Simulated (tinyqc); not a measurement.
Trench capacitor in an array: capacitance, non-linearity, leakage and relaxation: one step of the calculation.

A film between two metal electrodes, each interface adding a series capacitance ci. The small-signal permittivity is ek (1 + aq E^2); the field is found with the linear permittivity. Leakage J = J0 sinh(E/Ef). After a voltage step the film passes a relaxation current kr C V tt^(-nr), tt being the time in seconds. The sidewall is a coaxial capacitor with radii a = dm/2 - t and b = dm/2, depth AR dm; the end face is left out.

Task. Planar capacitance, field and non-linearity. Planar film: Cf = eps0 ek/t, 1/C = 1/Cf + 2/ci, EOT = 3.9 eps0/C, effective permittivity C t/eps0, E = (V/t) C/Cf; quadratic coefficient [C(V)/C - 1]/V^2 with Cf (1 + aq E^2) in C(V).

Parameters, values chosen for the exercise; permittivity of the order of that of silicon nitride:
- ek = 7.26 (relative permittivity of the film)
- t = 15 nm (film thickness)
- ci = 1000 uF/cm^2 (capacitance of each electrode interface (dead layer and screening))
- aq = 0.0022 cm^2/MV^2 (quadratic field coefficient of the permittivity)
- V = 1 V (bias)
- J0 = 3.3e-10 A/cm^2 (leakage prefactor)
- Ef = 0.48 MV/cm (field for an e-fold rise of the leakage)

Constants: eps0 = 8.8541878128e-14 F/cm where lengths are in cm. Results are converted to the units shown.

Find: Cf; C; EOT; effective permittivity; E; quadratic coefficient; J.

Result.

Cf = 0.4285 uF/cm^2
C = 0.4282 uF/cm^2
EOT = 8.065 nm
effective permittivity = 7.254
E = 0.6661 MV/cm
quadratic coefficient = 975.3 ppm/V^2
J = 6.197e-10 A/cm^2

The interfaces take 0.0856 % of the voltage.

Computed by the program tinyqc: `OMP_NUM_THREADS=1 python tinyqc.py 2102129 2102130 out.jsonl`, one thread of a shared Intel Xeon 2.30GHz, about 0.01 s for the whole run.
